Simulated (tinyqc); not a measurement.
Worked calculation: single-oscillator infrared dielectric function of a polar cubic crystal. Computed by tinyqc, a small Python program that keeps every step. Command: `OMP_NUM_THREADS=1 python tinyqc.py 3021943 3021944 out.jsonl infrared walk`. One thread of a shared host (Intel(R) Xeon(R) Processor @ 2.30GHz), about 0.01 s of CPU time with the checks. Intermediate numbers are printed to about 6 digits and carried at full precision; extremes and crossings named in words are read from the listed rows.

One ion pair, charges +Z* and -Z*, in a cell of volume Omega = a^3. Frequencies omega are given as wavenumbers (1/cm); eps_s is the static dielectric constant.

Inputs (values chosen for the exercise, for a model crystal):
```
quantity                         value      unit
lattice constant a                3.69  angstrom
mass M_A                           116         u
mass M_B                          72.1         u
omega_TO                           539      1/cm
Born charge Z*                    1.06         e
eps_inf                           10.1         -
phonon damping gamma                 3      1/cm
probe frequency / omega_TO        1.49         -
eps_m of the surrounding medium    2.1         -
```

Structure: caesium chloride. Free carriers: absent.

Constants: nu for 1 eV/(angstrom^2 u) = 15.6333042 THz; 1 THz = 33.35640952 1/cm; e^2/(4 pi eps_0) = 14.39964548 eV angstrom.

## LO frequency and static constant from the Born charge

mu = M_A M_B/(M_A + M_B); ionic plasma term W^2 = 4 pi Z*^2 (e^2/(4 pi eps_0))/(Omega mu) in eV/(angstrom^2 u), turned into 1/cm by W = 15.6333042 x 33.35640952 x sqrt(W^2); omega_LO^2 = omega_TO^2 + W^2/eps_inf; eps_s = eps_inf + W^2/omega_TO^2; Szigeti charge 3 Z*/(eps_inf + 2); longitudinal (Callen) charge Z*/eps_inf.

reduced mass mu = 44.4636 u

W = 157.317 1/cm

omega_LO = 541.268 1/cm

eps_s = 10.1852

Szigeti charge = 0.262810 e

Callen charge = 0.104950 e

omega_LO/omega_TO = 1.004; the ions supply 1 % of eps_s.

## Optical constants at the probe frequency

eps(omega) = eps_inf + W^2/(omega_TO^2 - omega^2 - i gamma omega); n + i k = sqrt(eps) with k >= 0; R = |(n + i k - 1)/(n + i k + 1)|^2 at normal incidence from vacuum. omega is the probe ratio times omega_TO. Intensity decays over 1/(4 pi omega k); the loss function is Im(-1/eps).

omega = 803.11 1/cm

Re eps = 10.0302

Im eps = 4.74548e-04

n = 3.16705

k = 7.49197e-05

reflectivity R = 0.270446

penetration depth of the intensity = 13225.7 micrometre

loss function = 4.71696e-06

Re eps is positive and k is small against n: the wave propagates.

## Spectrum around the optical phonon

The loss function is Im(-1/eps).

Spectrum:
```
omega (1/cm)   Re eps       Im eps         R   Im(-1/eps)
270           10.2137  4.23280e-04  0.273888  4.05751e-06
458           10.4064   0.00521256  0.277441  4.81340e-05
523           11.5442     0.133351  0.297279   0.00100049
539              10.1      15.3052  0.438851    0.0455160
540           3.05164      10.5823  0.387458    0.0872422
541           2.77687      5.50252  0.257630     0.144846
552           8.37852     0.200999  0.236735   0.00286160
574           9.46593    0.0280291  0.259494  3.12809e-04
622           9.84327   0.00497139  0.266880  5.13097e-05
812           10.0329  4.43172e-04  0.270497  4.40270e-06
1350          10.0838  4.27067e-05  0.271458  4.19995e-07
```

R peaks among these rows at 539 per cm with 0.44 and is lowest, 0.237, at 552; far above omega_LO it tends to ((sqrt(eps_inf) - 1)/(sqrt(eps_inf) + 1))^2 = 0.272. Im eps is largest at 539 and the loss function at 541: absorption marks the TO mode and the loss function the LO mode. Re eps stays positive in all rows: damping wipes out the reststrahlen band.

## Surface and particle modes

Without damping, eps(omega) = -x eps_m gives omega^2 = omega_TO^2 (eps_s + x eps_m)/(eps_inf + x eps_m): x = 1 for a flat surface at large wave vector, x = 2 for the dipole mode of a small sphere. The reflectivity R for light from vacuum (not from the medium eps_m) vanishes where eps = 1, omega^2 = omega_TO^2 (eps_s - 1)/(eps_inf - 1).

surface mode = 540.879 1/cm

sphere mode = 540.603 1/cm

zero of R = 541.517 1/cm

Both modes lie between omega_TO and omega_LO, at 83 % and 71 % of the way up.

## Phonon polaritons

Transverse waves without damping obey Q^2 = omega^2 eps(omega), Q = wave vector/(2 pi) in 1/cm: eps_inf omega^4 - (eps_inf omega_LO^2 + Q^2) omega^2 + Q^2 omega_TO^2 = 0.

Branches (1/cm):
```
Q      lower branch  upper branch  Q/sqrt(eps_s)  Q/sqrt(eps_inf)
170          53.266        541.29          53.27            53.49
520         162.868        541.50         162.94           163.62
1000        312.677        542.42         313.34           314.66
1700        512.695        562.36         532.68           534.92
2600        537.273        820.74         814.68           818.11
4300        538.572       1354.11        1347.36          1353.03
8600        538.906       2706.53        2694.72          2706.06
17000       538.977       5349.42        5326.78          5349.19
```

The lower branch starts as light slowed by sqrt(eps_s) (1.000 of that line) and ends at 1.000 omega_TO; the upper starts at 1.000 omega_LO and ends at 1.000 of the light line with eps_inf. No branch lies between omega_TO and omega_LO.

Checks made by the program: Lyddane-Sachs-Teller relation eps_s/eps_inf = (omega_LO/omega_TO)^2 (relative difference below 1e-10).
